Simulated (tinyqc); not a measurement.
# Short-channel transistor, virtual-source model with series resistance: several studies

The current per gate width is the charge at the top of the source barrier (the virtual source) times its velocity times a saturation function; al and be are fitting constants of the model. Units: I in uA/um, Rs in ohm um, so I Rs = 1e-6 I Rs in volts; Q in uC/cm^2, so I = 1e-4 Q vx0 Fsat with vx0 in cm/s.

Inputs (values chosen for the exercise):
- T = 400 K (temperature)
- Cinv = 1.22 uF/cm^2 (inversion capacitance)
- vx0 = 1.27e7 cm/s (velocity at the virtual source)
- mu = 1200 cm^2/(V s) (apparent mobility)
- L = 32 nm (channel length)
- VT0 = 0.343 V (threshold at zero drain voltage)
- dl = 0.034 V/V (drain-induced barrier lowering)
- n0 = 1.45 (subthreshold factor)
- nd = 0 1/V (growth of n with drain voltage)
- al = 3.5 (threshold shift (in units of Vt) from weak to strong inversion)
- be = 2 (sharpness of saturation)
- Rs = 90 ohm um (series resistance of each contact)

Constants: q = 1.602176634e-19 C, kB = 1.380649e-23 J/K, Vt = kB T/q. Results are converted to the units shown.

Each table varies one quantity; the others keep the values above.

## Effect of the threshold at zero drain voltage on the on and off currents

Intrinsic voltages Vg' = Vgs - I Rs, Vd' = Vds - 2 I Rs. n = n0 + nd Vd', VT = VT0 - dl Vd', Ff = 1/(1 + exp((Vg' - VT + al Vt/2)/(al Vt))), Q = Cinv n Vt ln(1 + exp((Vg' - VT + al Vt Ff)/(n Vt))), Vdsat = (vx0 L/mu)(1 - Ff) + Vt Ff, Fsat = u/(1 + u^be)^(1/be) with u = Vd'/Vdsat, and I = Q vx0 Fsat per width. I is solved self-consistently. Ion is I at Vgs = Vds = 0.6 V, Ioff at Vgs = 0, Vds = 0.6 V, and Rlin = Vds/I at Vgs = 0.6 V, Vds = 0.05 V.

Results:
```
VT0 (V)  Ion (uA/um)  Ioff (nA/um)  log10(Ion/Ioff)  Rlin (ohm um)
0.15          636.29         22560           1.4503         233.27
0.2           570.46         11274           1.7041         240.64
0.3           440.78        2252.0           2.2917         263.19
0.35          377.53        928.23           2.6093         281.31
0.4           315.97        369.29           2.9323         307.85
0.45          256.82        143.29           3.2534         348.66
0.5           201.06        54.639           3.5658         414.73
```

Estimate the missing row, VT0 = 0.25 V.

Computed row:
```
VT0 (V)  Ion (uA/um)  Ioff (nA/um)  log10(Ion/Ioff)  Rlin (ohm um)
0.25          505.20        5203.4           1.9872         250.24
```

With this row back in the table: As VT0 goes from 0.15 to 0.5 V, Ion falls from 636 to 201 uA/um, Ioff falls from 22600 to 54.6 nA/um and Rlin rises from 233 to 415 ohm um. Ion changes by a factor of 0.316 and Ioff by 0.00242. The off current depends on it through an exponential, the on current about linearly. For VT0 = 0.15 to 0.3 V the off current passes 1 uA/um, so the device is hardly off at Vgs = 0.

## Effect of the apparent mobility on the on and off currents

Same model as above.

Results:
```
mu (cm^2/(V s))  Ion (uA/um)  Ioff (nA/um)  log10(Ion/Ioff)  Rlin (ohm um)
50                     240.7          1037            2.366           2037
85                     307.8          1046            2.469           1282
140                    350.0          1050            2.523          859.2
240                    372.7          1052            2.549          587.0
700                    385.1          1053            2.563          334.9
1200                   386.3          1053            2.564          278.4
2000                   386.7          1054            2.565          245.4
```

Estimate the missing row, mu = 410 cm^2/(V s).

Computed row:
```
mu (cm^2/(V s))  Ion (uA/um)  Ioff (nA/um)  log10(Ion/Ioff)  Rlin (ohm um)
410                    381.8          1053            2.560          428.6
```

With this row back in the table: As mu goes from 50 to 2000 cm^2/(V s), Ion rises from 241 to 387 uA/um, Ioff rises from 1040 to 1050 nA/um and Rlin falls from 2040 to 245 ohm um. Ion changes by a factor of 1.61 and Ioff by 1.02. In every row the off current passes 1 uA/um, so the device is hardly off at Vgs = 0.

## Supply voltage at a fixed off current

For each supply Vdd, VT0 is set so that I(Vgs = 0, Vds = Vdd) = 10 nA/um; Ion = I(Vdd, Vdd); C = Cinv L + 0.46 fF/um of parasitic capacitance; delay C Vdd/Ion, energy C Vdd^2.

Supply voltage at a fixed off current:
```
Vdd (V)  VT0 (V)  Ion (uA/um)  delay (ps)  energy (fJ/um)
0.4       0.5798        13.66       24.90          0.1361
0.5       0.5833        47.67       8.919          0.2126
0.6       0.5867        116.6       4.377          0.3061
0.7       0.5901        215.5       2.762          0.4167
0.8       0.5936        332.3       2.047          0.5443
0.9       0.5970        458.2       1.670          0.6888
1         0.6004        588.7       1.445          0.8504
1.1       0.6038        721.3       1.297           1.029
```

The VT0 needed rises from 0.580 to 0.604 V and Ion rises from 13.7 to 721 uA/um. The delay falls from 24.9 to 1.30 ps, while the energy grows as Vdd^2. Going from 0.4 to 0.5 V changes the delay by -64 %, going from 1 to 1.1 V by -10 %.

tinyqc, about 0.01 s, one thread, Intel Xeon 2.30GHz (shared host): `OMP_NUM_THREADS=1 python tinyqc.py 2380083 2380084 out.jsonl`
